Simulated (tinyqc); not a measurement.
Optical transitions of a finite quantum well: one step. Absorption of one well. Three cases, with inputs chosen for the exercise.

Task: For light polarised along z (a real waveguide or Brewster geometry adds an angle factor), with all electrons in e1 and none in e2, the peak fractional absorption is 4 pi alpha Ns c f_12/(n_r m1 G) and the area under the Lorentzian line is pi G times that, c = hbar^2/2m0; 1e12/cm^2 = 1e-4/angstrom^2. EF - E1 = 2 pi c Ns/m1 at zero temperature.

Constants: hbar^2/2m0 = 3.80998211 eV angstrom^2; fine-structure constant alpha = 0.007297352564.

Case 1.

Values chosen (out of a larger set: near those of a GaAs well in AlGaAs; not measured data):
- Ns = 1.2 x 1e12/cm^2 (electrons in e1)
- n_r = 3.44 (refractive index)
- G = 12 meV (half width of the line)

Transitions:
```
pair  E (meV)  wavelength (micrometre)  |z| (angstrom)         f
1-2    61.174                  20.2675         30.3665  0.970500
1-3   158.809                   7.8071          0.0000  0.000000
```

m1 = 0.065549 m0

Case 2.

Values chosen (out of a larger set: near those of an InGaAs well in InAlAs; not measured data):
- Ns = 1.5 x 1e12/cm^2 (electrons in e1)
- n_r = 3.5 (refractive index)
- G = 5 meV (half width of the line)

Transitions:
```
pair  E (meV)  wavelength (micrometre)  |z| (angstrom)         f
1-2   129.451                   9.5777         26.6255  0.966868
1-3   342.309                   3.6220          0.0000  0.000000
```

m1 = 0.040141 m0

Case 3.

Values chosen (out of a larger set: near those of a GaAs well in AlGaAs; not measured data):
- Ns = 1.3 x 1e12/cm^2 (electrons in e1)
- n_r = 3.45 (refractive index)
- G = 5 meV (half width of the line)

Transitions:
```
pair  E (meV)  wavelength (micrometre)  |z| (angstrom)         f
1-2   204.313                   6.0683         15.5317  0.916818
```

m1 = 0.070872 m0

Give: peak absorption; area; EF - E1.

Result:

Case 1.

peak absorption = 1.504 %
area = 56.69 % meV
EF - E1 = 43.8 meV

Case 2.

peak absorption = 7.213 %
area = 113.31 % meV
EF - E1 = 89.5 meV

Case 3.

peak absorption = 3.406 %
area = 53.50 % meV
EF - E1 = 43.9 meV

EF lies below e2, as assumed.

Computed by tinyqc, one run a case: `OMP_NUM_THREADS=1 python tinyqc.py N N+1 out.jsonl` with N = 1250779, 1250960, 1251229; one thread of a shared Intel(R) Xeon(R) Processor @ 2.30GHz, about 0.6 s a run at most.
